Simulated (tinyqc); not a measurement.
Inside a calculation: optical gain and spontaneous emission in a bulk direct-gap semiconductor. Values are carried at full precision from step to step, so a last printed digit may differ when a step is redone from the rounded ones.

F_j(eta) = (1/Gamma(j + 1)) integral_0^infinity x^j dx/(1 + exp(x - eta)), which tends to exp(eta) for eta << 0.

Quasi-Fermi levels: n = Nc F_1/2(Fc/kT) and p = Nv F_1/2(Fv/kT), Fc counted up from the conduction edge and Fv down from the valence edge; Nc, Nv from N = 2 (m kB T/(4 pi c))^(3/2) with c = hbar^2/2m0, in 1/angstrom^3; times 1e24 for 1/cm^3, with me and (mhh^(3/2) + mlh^(3/2))^(2/3).

Constants: hbar^2/2m0 = 3.80998211 eV angstrom^2; kB = 8.617333262e-05 eV/K; fine-structure constant alpha = 0.007297352564; hbar = 6.58211957e-16 eV s; hbar c = 1973.269805 eV angstrom.

Parameters, chosen for this exercise (near those of InP; the results hold for these values, not for the real material): me = 0.0795 m0 (electron mass); mhh = 0.605 m0 (heavy-hole mass); mlh = 0.0867 m0 (light-hole mass); n = 5.1e+18 1/cm^3 (injected density, n = p); T = 300 K; Eg = 1.304 eV (direct gap); Ep = 20.3 eV (Kane energy); nr = 3.34 (refractive index); E = 1.328 eV (photon energy).

## Quasi-Fermi levels

Solve for Fc and Fv.

kT = 0.025852 eV
Nc = 5.625e+17 1/cm^3
Nv = 1.245e+19 1/cm^3
Fc = 0.1316 eV
Fv = -0.0193 eV
Fc + Fv = 0.1122 eV

The separation of the quasi-Fermi levels exceeds the gap, so photons between Eg and Eg + (Fc + Fv) see gain. The quasi-Fermi level of the electrons lies inside the band, that of the holes in the gap.

## Absorption of the empty crystal

Parabolic bands, vertical transitions, no excitons. For each hole band j: mr = me mj/(me + mj); joint density of states J_j(E) = (mr/c)^(3/2) sqrt(E - Eg)/(2 pi^2), both spins, c = hbar^2/2m0; averaged matrix element |e.p|^2 = m0 Ep/6; alpha_j(E) = 4 pi^2 alpha_f c Ep J_j/(3 nr E) in 1/angstrom (alpha_f the fine-structure constant, listed as alpha among the constants), times 1e8 for 1/cm.

Evaluate at E for heavy and light holes.

mr, J and alpha of each hole band:
```
hole   mr (m0)  J (1/(eV angstrom^3))  alpha (1/cm)
heavy  0.07027              1.966e-05        3291.5
light  0.04147              8.913e-06        1492.5
```

The heavy-hole band gives 69 % of the total, 4784 1/cm.

## Occupations and gain at E

For band j the electron sits at Ee = (E - Eg) mr/me above its edge and the hole at Eh = (E - Eg) mr/mj; fe = 1/(1 + exp((Ee - Fc)/kT)), fh = 1/(1 + exp((Eh - Fv)/kT)); gain g = sum_j alpha_j (fe + fh - 1).

Use mr and alpha from the table.

Energies, occupations and gain of each hole band:
```
hole   Ee (eV)  Eh (eV)     fe     fh  g (1/cm)
heavy   0.0212   0.0028  0.986  0.298       936
light   0.0125   0.0115  0.990  0.233       333
```

total gain = 1269 1/cm

E - Eg = 0.0240 eV is below Fc + Fv = 0.1122 eV, so both bands give gain (Bernard-Duraffourg).

## Spontaneous emission

Spontaneous rate: R = integral of (nr E/(hbar c))^2/(pi^2 hbar) sum_j alpha_j fe fh dE, with alpha in 1/cm and (nr E/(hbar c))^2 in 1/cm^2 (1e16 per 1/angstrom^2); B = R/(n p); lifetime n/R.

Integrate over photon energy.

R = 1.94e+27 1/(cm^3 s)
B = 7.48e-11 cm^3/s
radiative lifetime = 2.62 ns

## Checks

- B at n = 1e13 1/cm^3 against the van Roosbroeck-Shockley value from alpha and ni^2 (cm^3/s): both 1.28e-10.

tinyqc: `OMP_NUM_THREADS=1 python tinyqc.py 1652774 1652775 out.jsonl`; about 0.1 s, one thread, shared Intel(R) Xeon(R) Processor @ 2.30GHz.
